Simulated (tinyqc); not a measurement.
Interfaces: Cahn-Hilliard equation on a periodic one-dimensional grid. Computed by tinyqc, a small Python program. Command: `OMP_NUM_THREADS=1 python tinyqc.py 3008606 3008607 out.jsonl cahn walk`. One thread of a shared host (Intel(R) Xeon(R) Processor @ 2.30GHz), about 0.1 s of CPU time with the checks.

Free energy F = h sum_j [A (c_j^2 - 1)^2/4 + (kappa/2) ((c_(j+1) - c_j)/h)^2]; dc/dt = Lap(mu), mu = A (c^3 - c) - kappa Lap(c), Lap(y)_j = (y_(j+1) - 2 y_j + y_(j-1))/h^2, mobility 1; the grid has n = 16 points.

Inputs (values chosen for the exercise, in reduced units):
```
quantity,value,unit
spacing h,0.92,-
well depth A,0.71,-
gradient coefficient kappa,0.53,-
mean composition c0,-0.23,-
noise amplitude,0.05,-
time step dt,0.064,-
end time,150,-
```

Scheme: explicit Euler.

Method:
- Start: c_j = c0 + amplitude x (z_j - mean of z).
- c(new) = c + dt Lap(mu).
- Run to the end time; break off if |c| exceeds 3 or F has risen by more than 1e-9 in more than 30 steps. Domains = stretches with c > c0.
- Continuum wall between c = -1 and +1: c = tanh(x/w), w = sqrt(2 kappa/A), energy s = (2/3) sqrt(2 kappa A). With two walls per domain, the estimate of F at the end is 2 x domains x s. Volume fraction of the +1 phase by the lever rule: (1 + c0)/2.

random numbers: [-0.782, 0.373, 0.695, -0.357, -0.186, -0.943, -0.892, 0.854, -0.378, 0.107, -0.388, -0.261, -0.957, 0.880, 0.700, 0.255]

Course:
```
step,t,F,min c,max c,domains
0,0.000,2.34896,-0.273850,-0.182000,4
47,3.008,2.34299,-0.262744,-0.202052,2
117,7.488,2.34150,-0.273822,-0.176409,2
234,14.976,2.32829,-0.350942,-0.070993,2
352,22.528,2.23515,-0.542390,0.228202,2
469,30.016,2.08054,-0.763183,0.572957,2
703,44.992,1.80048,-0.775575,0.758652,2
938,60.032,1.17918,-0.880704,0.892865,1
1289,82.496,1.13006,-0.992784,0.951256,1
1641,105.024,1.13001,-0.994672,0.952076,1
1992,127.488,1.12998,-0.994643,0.951781,1
2344,150.016,1.12997,-0.994598,0.951516,1
```

F at the end = 1.12997

c at the end: [0.948804, 0.835338, 0.432649, -0.371408, -0.814957, -0.950852, -0.986314, -0.994598, -0.994252, -0.984805, -0.945797, -0.798091, -0.326514, 0.471005, 0.848276, 0.951516]

wall half width w = 1.2219

wall energy s = 0.57835

estimate of F = 1.1567

volume fraction = 0.385

w/h = 1.3281

What follows from these numbers?

The run ends at F = 1.1300, 0.98 of the estimate: the walls are well formed.
